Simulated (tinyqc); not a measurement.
Quantum against classical capture: non-radiative capture by multiphonon emission, one effective mode. Computed by tinyqc, a small Python program. Command: `OMP_NUM_THREADS=1 python tinyqc.py 3024457 3024458 out.jsonl capture walk`. One thread of a shared host (Intel(R) Xeon(R) Processor @ 2.30GHz), about 0.01 s of CPU time with the checks.

The initial state (free carrier plus empty centre) lies dE above the final state; both have the same frequency and are displaced by dQ.

Inputs (values chosen for the exercise, with mass, screening and phonons like those of GaN):

| quantity | value | unit |
|---|---|---|
| energy released dE | 0.766 | eV |
| phonon energy hbar omega | 48 | meV |
| Huang-Rhys factor S | 6.93 | - |
| electron-phonon coupling W | 0.0031 | eV/(u^(1/2) angstrom) |
| cell volume V | 1040 | angstrom^3 |
| degeneracy g | 1 | - |
| broadening b | 26 | meV |
| carrier mass m | 0.195 | m_0 |
| dielectric constant eps | 9.53 | - |
| temperature T | 77 | K |

Centre: attractive.

Constants: hbar^2/u = 4.18015928e-03 eV angstrom^2; k_B = 8.617333262e-05 eV/K; hbar = 6.582119569e-16 eV s; Ry = 13.605693123 eV.

Method:
- dQ = sqrt(2 S (hbar^2/u)/hbar omega); relaxation energy lambda = S hbar omega; phonons needed P = dE/hbar omega; classical barrier E_b = (dE - lambda)^2/(4 lambda); occupation n = 1/(exp(hbar omega/k_B T) - 1).
- M_p = sum_m w_m <m_i|Q|(m + p)_f>^2 with Q counted from the final minimum and Boltzmann weights w_m for m = 0..24; <m_i|Q|k_f> = sqrt((hbar^2/u)/(2 hbar omega)) [sqrt(k) <m|k-1> + sqrt(k+1) <m|k+1>], with overlaps of oscillators displaced by d = sqrt(2 S) summed on 1500 points from -16 to 16 + d.
- The delta function is a Gaussian of standard deviation b at dE - p hbar omega.
- C_0 = V (2 pi/hbar) g W^2 sum_p M_p Gaussian_p. Here the sum runs over all p.
- Classical (Marcus) form: replace the sum by Q_c^2 exp(-E_b/k_B T)/sqrt(4 pi lambda k_B T), Q_c = dQ (dE + lambda)/(2 lambda).
- Sommerfeld factor of an attractive centre: s(k) = 2 pi nu/(1 - exp(-2 pi nu)), nu = sqrt(Ry*/E), Ry* = Ry m/eps^2, averaged over (2/sqrt(pi)) sqrt(x) exp(-x) dx with x = E/k_B T = t^2 (trapezoid, t to 6 in steps of 0.01).
- The last column is -k_B d ln C_0/d(1/T) from this row and the one above.

dQ = 1.09865 u^(1/2) angstrom

lambda = 0.33264 eV

classical barrier E_b = 0.141144 eV

Against temperature:

| T (K) | C_0, quantum (cm^3/s) | C_0, classical (cm^3/s) | Sommerfeld factor | activation energy (eV) |
|---|---|---|---|---|
| 45 | 9.6888e-12 | 3.8428e-25 | 19.459 | - |
| 84 | 9.7496e-12 | 6.1417e-18 | 14.244 | 5.2225e-05 |
| 140 | 1.0589e-11 | 1.1606e-14 | 11.039 | 1.4948e-03 |
| 220 | 1.4103e-11 | 6.5186e-13 | 8.819 | 9.5067e-03 |
| 330 | 2.2914e-11 | 6.3663e-12 | 7.221 | 2.7605e-02 |
| 500 | 4.2765e-11 | 2.7961e-11 | 5.902 | 5.2189e-02 |
| 780 | 7.9771e-11 | 7.2559e-11 | 4.782 | 7.4829e-02 |
| 1200 | 1.2330e-10 | 1.2199e-10 | 3.932 | 8.3631e-02 |

At 45.0 K the quantum value is 2.5e13 times the classical one: C_0 comes from tunnelling out of the lowest level and hardly depends on T. At 1200 K the ratio is 1.0. The largest apparent activation energy is 0.084 eV against the classical barrier of 0.141 eV, so an Arrhenius fit understates the barrier, through tunnelling and the broadening b at low T and the T^(-1/2) prefactor at high T. The measured coefficient is C = s C_0, and s changes by a factor 0.20 over these rows, so C changes by 2.6 where C_0 changes by 13.

Extremes, crossings and ranges named in words are read from the listed rows.
